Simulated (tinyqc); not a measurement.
Heat flow across a film from the phonon Boltzmann equation in the relaxation-time approximation: one step, computed by the program tinyqc. Command: `OMP_NUM_THREADS=1 python tinyqc.py 3010303 3010304 out.jsonl slabbte walk`. One thread of a shared host (Intel(R) Xeon(R) Processor @ 2.30GHz), about 0.01 s of CPU time with the checks.

Two black walls, hot at x = 0 and cold at x = L, emit phonons isotropically. For one free path Lambda, with tau = x/Lambda, tau_L = L/Lambda and phi = (T - T_cold)/Delta T, energy balance gives phi(tau) = (1/2) [E2(tau) + int_0^tau_L phi(s) E1(|tau - s|) ds]; E_n are the exponential integrals. The flux over the ballistic flux C v Delta T/4 is psi = 1 - 2 int_0^tau_L phi(s) E2(s) ds, and kappa_eff/kappa = (3/4) tau_L psi. kappa = C v Lambda/3 is an input, so at fixed kappa a longer free path means a smaller C v.

Task: The small linear system for Lambda_1. Cut the film into n equal cells with constant phi, collocated at the centres c_i: the kernel integrates to A_ij = |E2(|c_i - e_j|) - E2(|c_i - e_(j+1)|)|/2 for cell edges e_j, and A_ii = 1 - E2(half a cell); solve (1 - A) phi = E2(c)/2; psi = 1 - 2 sum_j phi_j [E3(e_j) - E3(e_(j+1))].

Inputs (values chosen for the exercise, modelled on gallium oxide): film thickness L = 4.8 nm; free path Lambda_1 = 28 nm; cells n in the small system = 5.

Give: optical thickness tau_L; 1 - A; right-hand side E2(c)/2; flux weights E3(e_j) - E3(e_(j+1)).

Result:

optical thickness tau_L = 0.1714

1 - A:
```
         1        2        3        4        5
1   0.9229  -0.0493  -0.0374  -0.0309  -0.0265
2  -0.0493   0.9229  -0.0493  -0.0374  -0.0309
3  -0.0374  -0.0493   0.9229  -0.0493  -0.0374
4  -0.0309  -0.0374  -0.0493   0.9229  -0.0493
5  -0.0265  -0.0309  -0.0374  -0.0493   0.9229
```

right-hand side E2(c)/2: 0.4614  0.4122  0.3748  0.3439  0.3174

flux weights E3(e_j) - E3(e_(j+1)): 0.03175  0.02829  0.02572  0.02359  0.02177
